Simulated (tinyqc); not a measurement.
Exciton in an atomically thin sheet (Rytova-Keldysh potential): one step. Levels in the small basis. Three cases, with inputs chosen for the exercise.

Task: Solve (T + V) u = E S u; give the two lowest levels and the ground vector with u S u = 1 and its largest component positive.

Case 1.

S, lower triangle:
```
           1          2          3
1  1.0000000
2  0.7725183  1.0000000
3  0.4243342  0.7712886  1.0000000
```

T (eV), lower triangle:
```
           1          2          3
1  0.0517046
2  0.0653061  0.2316024
3  0.0418068  0.2923292  1.0426382
```

V (eV), lower triangle:
```
            1           2           3
1  -0.5346486
2  -0.5306418  -0.7668707
3  -0.3878159  -0.7256212  -1.0291021
```

Case 2.

S, lower triangle:
```
           1          2          3
1  1.0000000
2  0.7706111  1.0000000
3  0.4231915  0.7717346  1.0000000
```

T (eV), lower triangle:
```
           1          2          3
1  0.0259877
2  0.0327893  0.1173159
3  0.0209622  0.1481130  0.5271788
```

V (eV), lower triangle:
```
            1           2           3
1  -0.2008756
2  -0.2068485  -0.3048864
3  -0.1579050  -0.2977761  -0.4278456
```

Case 3.

S, lower triangle:
```
           1          2          3          4          5
1  1.0000000
2  0.7711436  1.0000000
3  0.4233375  0.7713892  1.0000000
4  0.2068878  0.4230565  0.7707838  1.0000000
5  0.0984896  0.2072667  0.4235821  0.7720617  1.0000000
```

T (eV), lower triangle:
```
           1          2          3          4          5
1  0.0054100
2  0.0068279  0.0243692
3  0.0043651  0.0307606  0.1096614
4  0.0022143  0.0196511  0.1383759  0.4946946
5  0.0010631  0.0099922  0.0885282  0.6246724  2.2200332
```

V (eV), lower triangle:
```
            1           2           3           4           5
1  -0.0888240
2  -0.0993871  -0.1523620
3  -0.0844584  -0.1609665  -0.2398087
4  -0.0614017  -0.1267016  -0.2394464  -0.3479548
5  -0.0406370  -0.0856629  -0.1763627  -0.3312064  -0.4703273
```

Give: levels; ground vector.

Result:

Case 1.

levels (eV): -0.5579  -0.1877

ground vector: 0.393  0.608  0.078

Case 2.

levels (eV): -0.2026  -0.0308

ground vector: 0.476  0.538  0.069

Case 3.

levels (eV): -0.1476  -0.0438

ground vector: -0.031  0.568  0.478  0.051  0.009

Computed by tinyqc, one run a case: `OMP_NUM_THREADS=1 python tinyqc.py N N+1 out.jsonl` with N = 1281575, 1282396, 1282777; one thread of a shared Intel(R) Xeon(R) Processor @ 2.30GHz, about 0.06 s a run at most.
